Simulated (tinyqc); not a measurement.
# Charge-trap memory cell, step by step

tinyqc, about 0.03 s, one thread, Intel Xeon 2.30GHz (shared host): `OMP_NUM_THREADS=1 python tinyqc.py 2130022 2130023 out.jsonl` Printed values are rounded.

Channel, tunnel oxide, storage layer, blocking layer, gate. N electrons per area sit in a sheet at the centroid and shift the threshold by U = (q/eps0) N (tb/eb + xc tn/en). EOT = t1 + 3.9 (tn/en + tb/eb); tunnel field F = (Vg - U)/EOT; dN/dt = eta (J/q)(1 - N/Nm). Fowler-Nordheim: J = A F^2 exp(-B/F), A = q^2/(16 pi^2 hbar mo phi) (times 1e14 for A/cm^2 with F in V/nm, emitter mass m0), B = (4/3) sqrt(mo/C) phi^1.5, C = hbar^2/(2 m0).

Inputs (values chosen for the exercise); oxide values close to those of silicon dioxide, storage layer close to silicon nitride, blocking layer close to aluminium oxide: tunnel barrier phi = 3.15 eV; tunnelling mass mo = 0.47 m0; tunnel oxide (permittivity 3.9) t1 = 4.8 nm; storage layer tn = 8.7 nm; its relative permittivity en = 7.5; blocking layer tb = 10.9 nm; its relative permittivity eb = 9; charge centroid, share of tn counted from the blocking side xc = 0.42; capture efficiency of an empty layer eta = 0.34; trap density Nm = 1.4e13 cm^-2; storage temperature T = 358 K; shallowest trap depth E1 = 0.92 eV; deepest trap depth E2 = 1.79 eV; attempt frequency nu = 1e13 1/s; gate voltage less flat band and surface potential Vg = 18 V; first time step d0 = 5.8e-7 s; growth of the step gr = 2; steps n = 10.

Constants: q = 1.602176634e-19 C, kB = 1.380649e-23 J/K, hbar = 1.054571817e-34 J s, m0 = 9.1093837015e-31 kg, Vt = kB T/q, eps0 = 8.8541878128e-14 F/cm where lengths are in cm, hbar^2/(2 m0) = 0.0380998212 eV nm^2. Results are converted to the units shown.

Range of the model: The Fowler-Nordheim form needs F t1 above phi; trap-assisted paths and leakage through the blocking layer are left out.

## Constants of the stack

EOT, the shift for 1e12 electrons per cm^2, the shift with all traps full, and the starting field, current and rate.

EOT = 14.0473 nm
shift for 1e12 cm^-2 = 0.307312 V
shift with all traps full = 4.30236 V
F(0) = 1.28138 V/nm
J(0) = 0.228727 A/cm^2
dN/dt at the start = 4.85384e17 cm^-2 s^-1

## Midpoint steps of growing length

N(half) = N + (d/2) r(N), N(new) = N + d r(N(half)), r = dN/dt; the step starts at d0 and is multiplied by gr each time. Field in the blocking layer (3.9 F + q N/eps0)/eb.

```
step       t (s)   N (cm^-2)    U (V)  F (V/nm)  blocking field (V/nm)
0              0           0  0.00000   1.28138               0.555266
1         5.8e-7  2.64033e11  0.08114   1.27561               0.558071
2        1.74e-6  7.08839e11  0.21783   1.26587               0.562797
3        4.06e-6  1.37971e12  0.42400   1.25120               0.569926
4         8.7e-6  2.26685e12  0.69663   1.23179               0.579352
5       1.798e-5  3.30631e12  1.01607   1.20905               0.590397
6       3.654e-5  4.42237e12  1.35904   1.18463               0.602256
7       7.366e-5  5.55751e12  1.70789   1.15980               0.614318
8      0.0001479  6.67535e12  2.05141   1.13535               0.626196
9     2.96380e-4  7.75371e12  2.38281   1.11176               0.637654
10    5.93340e-4  8.77819e12  2.69764   1.08934               0.648540
```

A converged integration gives U = 2.846 V at the last time; the steps are 5.2 % below that. The tunnel field falls by 15.0 % while the blocking field rises by 16.8 %.

## Retention after ten years

Retention: filled traps are spread evenly in depth from E1 to E2, and each empties at the rate nu exp(-E/kB T). The share left is the mean of exp(-nu t exp(-E/kB T)) = [kB T/(E2 - E1)] [E1x(nu t exp(-E2/kB T)) - E1x(nu t exp(-E1/kB T))], E1x the exponential integral; traps shallower than about Ed = kB T ln(nu t) are empty. t = 3.15576e8 s.

Ed = 1.52719 eV
share left = 0.281624
loss a decade while Ed lies between E1 and E2, kB T ln 10/(E2 - E1) = 0.0816493

The sharp-edge estimate (E2 - Ed)/(E2 - E1) is 0.302; the true edge lies 0.577 kB T deeper.
